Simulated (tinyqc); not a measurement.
# Holstein polaron on two sites, step by step

A worked calculation. Computed by tinyqc, a small Python program that keeps every step. Command: `OMP_NUM_THREADS=1 python tinyqc.py 3012923 3012924 out.jsonl holstein walk`. One thread of a shared host (Intel(R) Xeon(R) Processor @ 2.30GHz), about 0.01 s of CPU time with the checks. Intermediate numbers are printed to about 6 digits and carried at full precision; extremes and crossings named in words are read from the listed rows.

One electron on sites 1 and 2: H = -t (c1+ c2 + c2+ c1) + hbar omega sum_i b_i+ b_i - g hbar omega sum_i n_i (b_i + b_i+). The symmetric phonon shifts the energy by -g^2 hbar omega/2 and drops out; with b = (b_1 - b_2)/sqrt(2) there remains H = -t sigma_x + hbar omega b+ b - (g hbar omega/sqrt(2)) sigma_z (b + b+). Parity splits it into blocks p = +1 and -1 over phonon numbers n. Zero-point energies are left out. Weights Z refer to mode b alone; the displaced symmetric mode multiplies the full zero-phonon weight by exp(-g^2/2).

Inputs (values chosen for the exercise, for a model dimer):
```
quantity,value,unit
hopping t,240,meV
phonon energy hbar omega,135,meV
coupling g,3,-
phonon levels kept N,6,-
```

## Energy scales

Polaron binding energy E_p = g^2 hbar omega; ratio E_p/t (the adiabatic potential has two wells when it exceeds 1); adiabaticity hbar omega/t.

E_p = 1215 meV

E_p/t = 5.0625

hbar omega/t = 0.5625

## The even block in a small basis

Block p: H_nn = n hbar omega - p t (-1)^n - g^2 hbar omega/2, H_(n,n+1) = -(g hbar omega/sqrt(2)) sqrt(n + 1). Take p = +1 and n = 0..N-1.

H, even block (meV):
```
,1,2,3,4,5,6
1,-847.500,-286.378,0.000,0.000,0.000,0.000
2,-286.378,-232.500,-405.000,0.000,0.000,0.000
3,0.000,-405.000,-577.500,-496.022,0.000,0.000
4,0.000,0.000,-496.022,37.500,-572.756,0.000
5,0.000,0.000,0.000,-572.756,-307.500,-640.361
6,0.000,0.000,0.000,0.000,-640.361,307.500
```

## Levels in the small basis

Diagonalise H; the eigenvector has its largest component positive; Z is the weight of n = 0.

levels (meV): [-1179.98, -960.12, -717.28, -20.97, 368.51, 889.83]

lowest eigenvector: [0.300947, 0.349394, 0.604589, 0.449070, 0.430975, 0.185535]

Z in the small basis = 0.0905691

## Converged results

Use 60 levels in both blocks; Z = c_0^2 is the weight of n = 0 in the ground state c; the splitting is the lowest odd level less the lowest even one, which without coupling is the smaller of 2t and hbar omega; <sigma_x> = sum (-1)^n c_n^2 measures the kinetic energy.

ground-state energy = -1240.27 meV

weight Z of n = 0 in mode b = 0.0220301

mean phonon number in b = 4.27995

splitting = 0.104812 meV

splitting/(2t) = 2.18359e-04

<sigma_x> = 0.210839

The small basis misses the ground-state energy by 60.3 meV. The splitting has collapsed while <sigma_x> stays much larger: the electron still makes virtual hops, but drags its distortion only slowly.

## Approximations to the ground state

Second order: E = -t - E_p/2 - (E_p/2) hbar omega/(hbar omega + 2t). Lang-Firsov: E = -E_p - t exp(-g^2). Variable displacement: E(x) = -E_p/2 - t exp(-g^2 x^2) - (E_p/2)(2x - x^2), minimised over 0 <= x <= 1. Adiabatic, classical lattice: E = -E_p/2 - t for E_p < t, else -E_p - t^2/(2 E_p); it leaves out the change of zero-point energy.

Ground-state energy (meV):
```
method,E,E - exact
second order in g,-980.85,259.421
Lang-Firsov,-1215.03,25.245
variable displacement,-1215.03,25.245
"adiabatic, classical",-1238.70,1.571
```

best displacement x = 0.99956

Closest here is adiabatic, classical (+1.57 meV), furthest second order in g (+259.42 meV), at hbar omega/t = 0.56 and E_p/t = 5.06. Lang-Firsov and variable displacement are variational and lie above the exact value. Slow phonons favour the adiabatic picture.

Checks made by the program: 60 against 80 levels (relative difference below 1e-10); Hellmann-Feynman: dE/dt = -<sigma_x> (relative difference 1e-10).
